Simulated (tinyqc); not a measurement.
CIS and TDHF on RHF in the sto-3g basis, for H2, spin multiplicity 1, step by step. One step of it, computed by the program tinyqc.

Task: CIS matrix, singlets. A(ia,jb) = (e_a - e_i) d_ij d_ab + 2 (ia|jb) - (ij|ab).

orbital energies (hartree): MO1 -0.567537, MO2 0.643966

Two-electron integrals over orbitals (pq|rs), unique and non-zero (hartree):
```
(11|11) 0.669607   (21|21) 0.182733   (22|11) 0.659050   (22|22) 0.692718
```

Give: CIS matrix A, singlet.

Result:

CIS matrix A, singlet (hartree):
```
        1>2
1>2  0.9179
```
